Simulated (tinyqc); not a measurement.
What moves the results: band gaps under pressure and temperature from deformation potentials. A value that a table varies takes the place of the one given here.

Murnaghan: V/V0 = (1 + Bp P/B0)^(-1/Bp), B0 = (C11 + 2 C12)/3. Each gap moves by a ln(V/V0) with its volume potential a, and falls with temperature by aV T^2/(T + bV) (Varshni); the two effects are added. No change of phase is considered.

Constants: hc = 1239.841984 eV nm.

Values chosen for the exercise (near those of GaSb, the X and L potentials typical of such crystals; not measured data): Eg = 0.821 eV (gap at Gamma to the s-like level at 0 K, 0 GPa); EgX = 1.123 eV (gap to X at 0 K, 0 GPa); EgL = 0.887 eV (gap to L at 0 K, 0 GPa); C11 = 89.2 GPa; C12 = 41 GPa; Bp = 4.09 (pressure derivative of the bulk modulus); aG = -8.33 eV (volume potential of the Gamma gap); aX = 1.08 eV (volume potential of the X gap); aL = -2.99 eV (volume potential of the L gap); aV = (0.415, 0.482, 0.608) meV/K (Varshni alpha of Gamma, X, L); bV = (131, 87, 133) K (Varshni beta of Gamma, X, L); T = 200 K (temperature); P = 5.9 GPa (pressure).

## Gaps against pressure

The last column is the linear form E0 + c1 P for Gamma, c1 = -aG/B0.

Gaps (eV):
```
P (GPa)  ln(V/V0)  Gamma      X      L  lowest  Gamma, linear
0.00       0.0000  0.771  1.056  0.814   Gamma          0.771
1.00      -0.0169  0.912  1.038  0.865       L          0.917
2.00      -0.0328  1.044  1.020  0.912       L          1.063
3.00      -0.0476  1.167  1.004  0.956       L          1.209
4.00      -0.0616  1.284  0.989  0.998       X          1.355
5.00      -0.0749  1.395  0.975  1.038       X          1.501
6.00      -0.0875  1.499  0.961  1.075       X          1.647
7.00      -0.0994  1.599  0.948  1.111       X          1.793
8.00      -0.1108  1.694  0.936  1.145       X          1.939
```

What can be read from the table?

Over 8 GPa Gamma moves by +0.923, L by +0.331 and X by -0.120 eV. The lowest valley changes: Gamma to L between 0.00 and 1.00 GPa, L to X between 3.00 and 4.00 GPa, and the fundamental gap peaks at 0.989 eV on these points. The linear form overshoots by 245 meV at the end, because the crystal stiffens; the gap is linear in ln V, not in P. Rows above about 7 GPa lie beyond the phase change of the real crystal.

## Gaps against temperature

At the pressure P; wavelength hc/E of the lowest gap.

Gaps (eV):
```
T (K)   Gamma       X       L  lowest  wavelength (nm)
0      1.5393  1.0299  1.1448       X           1203.9
50     1.5335  1.0211  1.1365       X           1214.2
100    1.5213  1.0041  1.1187       X           1234.8
200    1.4891  0.9627  1.0718       X           1287.9
300    1.4526  0.9178  1.0184       X           1350.9
400    1.4142  0.8715  0.9623       X           1422.6
500    1.3748  0.8246  0.9047       X           1503.6
600    1.3349  0.7773  0.8462       X           1595.1
```

What does this show?

From 0 to 100 K the Gamma gap falls by 18.0 meV, from 500 to 600 K by 40.0 meV: quadratic below bV, linear with a slope tending to aV = 0.415 meV/K above. X stays lowest. A pressure of 0.59 GPa, with the slope -aG/B0 at zero pressure, would undo the fall of the Gamma gap from 0 to 300 K.

## What each parameter does

Gaps at P and T. Each row changes one parameter from the base and keeps the others.

Results:
```
case             Gamma (eV)  X (eV)  L (eV)
base                 1.4891  0.9627  1.0718
T = 250 K            1.4712  0.9405  1.0456
C11 = 80.28 GPa      1.5221  0.9584  1.0836
C12 = 45.1 GPa       1.4613  0.9663  1.0618
Bp = 3.681           1.5007  0.9612  1.0759
aG = -9.163 eV       1.5609  0.9627  1.0718
aX = 1.188 eV        1.4891  0.9534  1.0718
aL = -2.691 eV       1.4891  0.9627  1.0460
P = 5.31 GPa         1.4277  0.9707  1.0497
```

What does this show?

The largest shifts from the base row, up to three for each result and ties (the steps differ in size, so this ranks the rows, not the parameters). Gamma (eV): aG +0.0718, P -0.0614, C11 +0.0330; unchanged at the printed digits by aX and aL. X (eV): T -0.0222, aX -0.0093, P +0.0080; unchanged at the printed digits by aG and aL. L (eV): T -0.0262, aL -0.0258, P -0.0221; unchanged at the printed digits by aG and aX.

Program tinyqc; command `OMP_NUM_THREADS=1 python tinyqc.py 1080118 1080119 out.jsonl`; about 0.01 s on one thread of a shared Intel(R) Xeon(R) Processor @ 2.30GHz.
